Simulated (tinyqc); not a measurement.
Three bands against the two-band Dirac model at K: three-band tight binding of a dichalcogenide monolayer.

Basis dz2, dxy, dx2-y2 on a triangular lattice, nearest neighbours; alpha = kx a/2, beta = sqrt3 ky a/2. h0 = e1 + 2 t0 (cos 2alpha + 2 cos alpha cos beta); h1 = -2 sqrt3 t2 sin alpha sin beta + 2i t1 (sin 2alpha + sin alpha cos beta); h2 = 2 t2 (cos 2alpha - cos alpha cos beta) + 2i sqrt3 t1 cos alpha sin beta; h11 = e2 + 2 t11 cos 2alpha + (t11 + 3 t22) cos alpha cos beta; h22 = e2 + 2 t22 cos 2alpha + (3 t11 + t22) cos alpha cos beta; h12 = sqrt3 (t22 - t11) sin alpha sin beta + 4i t12 sin alpha (cos alpha - cos beta) + i lam sz. H = [[h0, h1, h2], [., h11, h12], [., ., h22]], Hermitian; the lowest band of each spin is filled. K = (4 pi/3a, 0), M = (pi/a, pi/(sqrt3 a)).

Constants: hbar^2/2m0 = 3.80998211 eV angstrom^2.

Parameters, chosen for this exercise (near a published set for monolayer MoS2; shifted at random, so the results belong to these values and not to a real crystal):

| symbol | value | unit | meaning |
|---|---|---|---|
| a | 3.181 | angstrom | lattice constant |
| e1 | 1.051 | eV | level of dz2 |
| e2 | 2.107 | eV | level of dxy and dx2-y2 |
| t0 | -0.188 | eV | hopping |
| t1 | 0.393 | eV | hopping |
| t2 | 0.505 | eV | hopping |
| t11 | 0.214 | eV | hopping |
| t12 | 0.336 | eV | hopping |
| t22 | 0.056 | eV | hopping |
| lam | 0.071 | eV | spin-orbit constant |

Masses from central differences along kx with step 0.002 1/angstrom, c = hbar^2/2m0; Berry curvature of the valence band from a counter-clockwise plaquette of side 0.001 1/angstrom, Omega = -arg(product of overlaps)/area. Two-band model: coupling A = (3 a/(2 sqrt2))(t1 + sqrt3 t2) between valence and conduction states, mass c G/A^2 for both, Omega_v = 2 A^2/G^2. sz = 0 drops the spin-orbit term.

At K:

| sz | G (eV) | m_c (m0) | m_v (m0) | two-band mass | Omega_v (angstrom^2) | two-band Omega |
|---|---|---|---|---|---|---|
| 1 | 1.5879 | 0.443 | 0.614 | 0.331 | 14.434 | 14.511 |
| 0 | 1.6589 | 0.467 | 0.667 | 0.345 | 13.225 | 13.295 |
| -1 | 1.7299 | 0.491 | 0.726 | 0.360 | 12.161 | 12.226 |

A = 4.2771 eV angstrom

Without spin-orbit coupling the electron mass is 0.467 and the hole mass 0.667, against 0.345 for both in the two-band model: the third band and the curvature of the diagonal terms break the symmetry. The Berry curvature is -0.5 % from the two-band value. The smaller gap (sz = +1) has the larger curvature, by a factor 1.19.

Computed by tinyqc, a small Python program: `OMP_NUM_THREADS=1 python tinyqc.py 1481344 1481345 out.jsonl` (the numbers bound the seed that draws the inputs); one thread of a shared host (Intel(R) Xeon(R) Processor @ 2.30GHz), about 0.01 s for the whole set of steps.
